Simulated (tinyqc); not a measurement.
# Scale length and barrier from the threshold roll-off

Problem. For L well above Lambda the threshold falls by 2 m sqrt(A (A + Vds)) exp(-pi L/(2 Lambda)), A being the height of the source potential over the barrier top; the two values follow this form. Find Lambda and A.

Parameters, values chosen for the exercise:
```
symbol,value,unit,meaning
m,1.4,,long-channel body factor
Vds,0.7,V,drain voltage
```

threshold lowering at L = 42 and 68 nm (mV): 97.171297  14.211213

Answer. The ratio of the two values gives Lambda; the prefactor gives A (A + Vds), a quadratic with one positive root.

Lambda = 21.2 nm
A = 0.500 V

Computed by the program tinyqc: `OMP_NUM_THREADS=1 python tinyqc.py 2420166 2420167 out.jsonl`, one thread of a shared Intel Xeon 2.30GHz, about 0.01 s for the whole run.
